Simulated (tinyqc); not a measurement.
Polycrystalline film, grain-boundary barriers (Seto model): one step of the calculation.

One-dimensional grains of size Lg with donors N; each boundary has Qt acceptor-like traps per area at one level Et below the band edge. Trapped electrons qt deplete a width w = qt/N (both sides together) and raise a barrier Vb = q N w^2/(8 eps0 eps_r). Current crosses the barriers by thermionic emission at small bias. Abrupt depletion, full ionisation, Boltzmann statistics.

Question. Barrier, resistivity and effective mobility. Partly depleted grains: the density at the grain centre is n0 = N and qt = Qt/(1 + 2 (Nc/N) exp((Vb - Et)/Vt)). If that gives qt >= N Lg, the grains are fully depleted: qt = N Lg, w = Lg and n0 = 2 Nc exp((Vb - Et)/Vt)/(Qt/(N Lg) - 1). Resistivity: barriers rb = Vt exp(Vb/Vt)/(q n0 vc Lg), grain interior rg = (1 - w/Lg)/(q mg N); effective mobility 1/(q N (rb + rg)).

Inputs (values chosen for the exercise); values close to those of polycrystalline silicon: temperature T = 300 K; relative permittivity of the semiconductor eps_r = 11.7; grain size Lg = 80 nm; trap density at a boundary Qt = 1.2e12 cm^-2; donor density N = 3.8e16 cm^-3; mobility inside a grain mg = 140 cm^2/(V s); collection velocity at the barrier vc = 8.1e6 cm/s; conduction-band density of states at T Nc = 2.8e19 cm^-3; trap level below the band edge Et = 0.54 eV.

Constants: q = 1.602176634e-19 C, kB = 1.380649e-23 J/K, Vt = kB T/q, eps0 = 8.8541878128e-14 F/cm where lengths are in cm. Results are converted to the units shown.

Give: qt; w; Vb; n0; rb; rg; effective mobility.

Answer.

qt = 3.040e11 cm^-2
w = 80.00 nm
Vb = 0.04702 V
n0 = 9.931e10 cm^-3
rb = 1.545e5 ohm cm
rg = 0 ohm cm
effective mobility = 0.001063 cm^2/(V s)

The grains are fully depleted, 25.3 % of the traps are filled and the barriers give 100 % of the resistivity.

Range of the model: The barrier is under 2 Vt, where the abrupt-depletion and emission pictures are rough.

tinyqc, about 0.01 s, one thread, Intel Xeon 2.30GHz (shared host): `OMP_NUM_THREADS=1 python tinyqc.py 2610019 2610020 out.jsonl`
